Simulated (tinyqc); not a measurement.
Worked calculation: coherent transport through a tight-binding region between two chains. Computed by tinyqc, a small Python program that keeps every step. Settings: temperature = 77, mu = 0.14. Command: `OMP_NUM_THREADS=1 python tinyqc.py 27697 27698 out.jsonl` (the two numbers bound the seeds that draw the settings). One thread of a shared host (Intel(R) Xeon(R) Processor @ 2.60GHz), about 0.08 s of CPU time with the checks.

## Transmission at E = -0.24 eV

H of the central region (eV):
```
[[0.000000, -1.810000, 0.000000],
 [-1.810000, 0.000000, -1.810000],
 [0.000000, -1.810000, 0.000000]]
```

Leads: semi-infinite chains with site energy 0:
```
parameter                           value
lead hopping t (eV)              2.380000
coupling to the left lead (eV)   1.160000
coupling to the right lead (eV)  0.610000
left contact site                       1
right contact site                      3
```

E = -0.240000 eV

Surface Green function g = (E - i sqrt(4 t^2 - E^2)) / (2 t^2); self-energy tc^2 g on each contact site; G = (E - H - Sigma)^(-1); Gamma = -2 Im Sigma; T = Gamma_L Gamma_R |G_LR|^2; local density of states -Im G_ii / pi.

g = -0.021185-0.419634i 1/eV

G (1/eV):
```
[[-0.613889-1.000179i, 0.168733+0.074644i, 0.636262+1.010077i],
 [0.168733+0.074644i, 0.043003-0.043917i, 0.389455-0.080468i],
 [0.636262+1.010077i, 0.389455-0.080468i, -0.584622-1.020746i]]
```

local density of states (1/eV): [0.318367, 0.013979, 0.324914]

transmission = 0.502593

## Transmission across the band

The same steps on a grid of energies.

T(E):
```
E (eV)              T
-4.52200000  0.000139
-4.06980000  0.000935
-3.61760000  0.004534
-3.16540000  0.029951
-2.71320000  0.510659
-2.26100000  0.173280
-1.80880000  0.088786
-1.35660000  0.088211
-0.90440000  0.133615
-0.45220000  0.308536
0.00000000   0.678799
0.45220000   0.308536
0.90440000   0.133615
1.35660000   0.088211
1.80880000   0.088786
2.26100000   0.173280
2.71320000   0.510659
3.16540000   0.029951
3.61760000   0.004534
4.06980000   0.000935
4.52200000   0.000139
```

levels of the isolated region (eV): [-2.559727, 0.000000, 2.559727]

## Current

I = (2e/h) int T(E) [f(E - mu - V/2) - f(E - mu + V/2)] dE at 77 K with mu = 0.14 eV, the bias not changing H; 2e^2/h = 77.48092 microsiemens; the integral runs over the band on 4001 points.

Current:
```
V (volt)  I (microampere)
0.010000         0.469199
0.050000         2.344575
0.100000         4.680265
0.200000         9.289069
0.400000        18.005632
0.800000        31.993493
```
